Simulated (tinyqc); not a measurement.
# Length offset and series resistance from crossing lines

Inverse problem. R_total = Rs + k (L - dL)/Vo with constant Rs, dL and k. Find k, dL and Rs.

R_total at (L, Vo) = (60, 0.41), (120, 0.41), (60, 0.71) and (120, 0.71), L in nm and Vo in V (ohm um): [761.75610, 1508.0976, 482.14085, 913.12676]

Answer. At each overdrive R is a straight line in L with slope k/Vo; the two lines cross at L = dL, R = Rs.

k = 5.10 ohm um V/nm
dL = 6.80 nm
Rs = 100 ohm um

Numbers from tinyqc (`OMP_NUM_THREADS=1 python tinyqc.py 2282192 2282193 out.jsonl`; about 0.03 s on one thread of a shared Intel Xeon 2.30GHz).
